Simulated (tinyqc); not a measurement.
A run and its error bars: classical Heisenberg spin chain: exact results, Metropolis, heat-bath and over-relaxation steps, and a Monte Carlo run. Computed by tinyqc, a small Python program. Command: `OMP_NUM_THREADS=1 python tinyqc.py 3130024 3130025 out.jsonl heismc walk`. One thread of a shared host (Intel(R) Xeon(R) Processor @ 2.30GHz), about 0.3 s of CPU time with the checks.

E = -J sum_i s_i . s_(i+1) for unit vectors s_i on an open chain; K = J/(k_B T).

Inputs (values chosen for the exercise, for a model chain of large moments):

| quantity | value | unit |
|---|---|---|
| coupling J | 17 | meV |
| temperature T | 284 | K |
| moment mu | 6.6 | mu_B |
| length N of the open chain | 8 | - |
| seed | 170248 | - |

Update: heat bath with over-relaxation.

Constants: k_B = 8.617333262e-05 eV/K; mu_B = 5.7883818060e-05 eV/T.

Method:
- Each bond angle is independent, so u = <s_i . s_(i+1)> = coth K - 1/K, <s_i . s_(i+n)> = u^n, correlation length xi = -1/ln|u|, energy per bond -J u, heat capacity per bond c/k_B = 1 - K^2/sinh^2 K, and for the long chain chi = mu^2 (1 + u)/(3 k_B T (1 - u)) per spin.
- For N spins, <|sum s|^2>/N = (1 + u)/(1 - u) - 2 u (1 - u^N)/(N (1 - u)^2); the long chain has (1 + u)/(1 - u), chi over the Curie value, and the difference is relative to it.
- From the ordered state (alternating for J < 0), with each spin drawn from exp(h . s), h = K x sum of neighbours, 200 sweeps are discarded and 1600 recorded (even and odd sites in turn, each heat-bath sweep followed by two sweeps of reflections; random numbers not printed, so these rows are one sample). Errors are the scatter of block means over sqrt(number of blocks).

K = 0.694637

u = 0.224424

<|sum s|^2>/N = 1.48545

Blocking:

| block length | mean bond product | error | <\|sum s\|^2>/N | error |
|---|---|---|---|---|
| 1 | 0.21884 | 0.0052542 | 1.4761 | 0.026295 |
| 4 | 0.21884 | 0.0055581 | 1.4761 | 0.026199 |
| 16 | 0.21884 | 0.0050361 | 1.4761 | 0.027316 |
| 40 | 0.21884 | 0.0053154 | 1.4761 | 0.030847 |
| 80 | 0.21884 | 0.0056766 | 1.4761 | 0.031910 |

What does the comparison show, and why?

With blocks of 40 the bond product is 1.1 error bars from the exact u = 0.2244, and <|sum s|^2>/N is 0.3 from the exact 1.485. Blocking to 40 changes the two errors by factors 1.0 and 1.2.
